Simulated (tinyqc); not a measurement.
## A chain with a side-coupled site and dephasing by Buettiker voltage probes: effect of the dephasing strength

Sites 1 to 2 form a chain with hopping -t, and site 3 hangs on site 1 by -ts. Lead L joins site 1 and lead R site 2, both semi-infinite chains with hopping -t and site energy 0. Every site carries a probe with self-energy -i Gamma_p/2 that draws no net current. Linear response at zero temperature: mu_L = 1, mu_R = 0 in units of the bias.

Sigma = t^2 g(E), g(x) = (x - i sqrt(4 t^2 - x^2))/(2 t^2) for |x| < 2 t and (x - sign(x) sqrt(x^2 - 4 t^2))/(2 t^2) otherwise; Gamma = -2 Im Sigma; G = (E - H - Sigma_L - Sigma_R + i Gamma_p/2)^(-1). With Gamma the broadening by one lead, T_RL = Gamma^2 |G_(2,1)|^2, T_pL = Gamma Gamma_p |G_(p,1)|^2, T_pR = Gamma Gamma_p |G_(p,2)|^2, T_pq = Gamma_p^2 |G_(p,q)|^2 for p != q. No current into probe p: W mu = T_pL with W_pp = T_pL + T_pR + sum_q T_pq and W_pq = -T_pq. Then T_eff = T_RL + sum_p T_pR mu_p, and the resistance is (h/2q^2)/T_eff. Without probes means Gamma_p = 0.

Inputs (values chosen for the exercise):
- t = 2.2 eV (hopping (matrix element -t))
- U = [0, 0, -0.69] eV (site energies 1 to N)
- E = -0.69 eV (Fermi energy)
- ts = 1.05 eV (hopping from site 1 to the side site 3)

Constants: q = 1.602176634e-19 C, h = 6.62607015e-34 J s. Results are converted to the units shown.

Effect of the dephasing strength:
```
gp (eV)      T_RL  through probes    T_eff  resistance (kohm)
0.027    0.002522         0.04785  0.05037              256.2
0.062     0.01153         0.09657   0.1081              119.4
0.14      0.04393          0.1686   0.2125              60.73
0.32       0.1298          0.2401   0.3699              34.89
0.73       0.2523          0.2729   0.5252              24.58
1.7        0.2834          0.2888   0.5722              22.56
3.8        0.1605          0.2971   0.4576              28.20
8.6       0.03887          0.2161   0.2549              50.63
```

What does the comparison show?

Without probes the transmission is 0. T_eff goes from 0.0504 through a maximum of 0.572 (at gp = 1.7 eV among the rows listed) to 0.255; the direct part goes from 0.00252 through a maximum of 0.283 (at gp = 1.7 eV among the rows listed) to 0.0389 and the part through probes goes from 0.0478 through a maximum of 0.297 (at gp = 3.8 eV among the rows listed) to 0.216. Weak dephasing raises T_eff here, and the direct part too: it spoils the destructive interference with the side site.

tinyqc, about 0.01 s, one thread, Intel Xeon 2.30GHz (shared host): `OMP_NUM_THREADS=1 python tinyqc.py 2700031 2700032 out.jsonl`
